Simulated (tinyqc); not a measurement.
Inside a calculation. Method: UKS/BLYP in the 3-21g basis, for H2-, spin multiplicity 2. The basis has no diffuse functions, so it cannot describe the extra electron: this is an exercise in the method, not the real anion. One step of it, computed by the program tinyqc.

Question. Iteration 2: diagonalisation and new density. Diagonalise F' = X^T F X, C = X C', fill 2 alpha and 1 beta electrons from the bottom; D(s) = C_occ C_occ^T. Each column has its largest component positive (the first on a tie).

F(alpha) (hartree):
```
           1H 1s      1H 2s      2H 1s      2H 2s
1H 1s   0.530465  -0.062934  -0.154964  -0.101324
1H 2s  -0.062934   0.147778  -0.101324   0.053835
2H 1s  -0.154964  -0.101324   0.530465  -0.062934
2H 2s  -0.101324   0.053835  -0.062934   0.147778
```

F(beta) (hartree):
```
           1H 1s      1H 2s      2H 1s      2H 2s
1H 1s   0.590467  -0.030064  -0.151110  -0.086780
1H 2s  -0.030064   0.186282  -0.086780   0.076698
2H 1s  -0.151110  -0.086780   0.590467  -0.030064
2H 2s  -0.086780   0.076698  -0.030064   0.186282
```

X:
```
           1H 1s      1H 2s      2H 1s      2H 2s
1H 1s   1.241498  -0.481736  -0.052298   0.034248
1H 2s  -0.481736   1.681671   0.034248  -0.707172
2H 1s  -0.052298   0.034248   1.241498  -0.481736
2H 2s   0.034248  -0.707172  -0.481736   1.681671
```

Give: F' = X^T F X; orbital energies; coefficients C; F' = X^T F X; orbital energies; coefficients C; D(alpha) after iteration 2; D(beta) after iteration 2.

Answer.

F' = X^T F X (alpha) (hartree):
```
        1       2       3       4
1   0.934  -0.478  -0.187  -0.033
2  -0.478   0.517  -0.033  -0.107
3  -0.187  -0.033   0.934  -0.478
4  -0.033  -0.107  -0.478   0.517
```

orbital energies (alpha) (hartree): MO1 0.040, MO2 0.363, MO3 1.116, MO4 1.382

coefficients C (alpha):
```
         MO1     MO2     MO3     MO4
1H 1s  0.237   0.148   0.867  -0.974
1H 2s  0.373   1.272  -0.660   1.169
2H 1s  0.237  -0.148   0.867   0.974
2H 2s  0.373  -1.272  -0.660  -1.169
```

F' = X^T F X (beta) (hartree):
```
        1       2       3       4
1   0.997  -0.474  -0.198  -0.034
2  -0.474   0.561  -0.034  -0.122
3  -0.198  -0.034   0.997  -0.474
4  -0.034  -0.122  -0.474   0.561
```

orbital energies (beta) (hartree): MO1 0.081, MO2 0.430, MO3 1.157, MO4 1.448

coefficients C (beta):
```
         MO1     MO2     MO3     MO4
1H 1s  0.227   0.140   0.869  -0.975
1H 2s  0.380   1.282  -0.656   1.158
2H 1s  0.227  -0.140   0.869   0.975
2H 2s  0.380  -1.282  -0.656  -1.158
```

D(alpha) after iteration 2:
```
        1H 1s   1H 2s   2H 1s   2H 2s
1H 1s   0.078   0.277   0.034  -0.100
1H 2s   0.277   1.758  -0.100  -1.480
2H 1s   0.034  -0.100   0.078   0.277
2H 2s  -0.100  -1.480   0.277   1.758
```

D(beta) after iteration 2:
```
       1H 1s  1H 2s  2H 1s  2H 2s
1H 1s  0.052  0.086  0.052  0.086
1H 2s  0.086  0.144  0.086  0.144
2H 1s  0.052  0.086  0.052  0.086
2H 2s  0.086  0.144  0.086  0.144
```
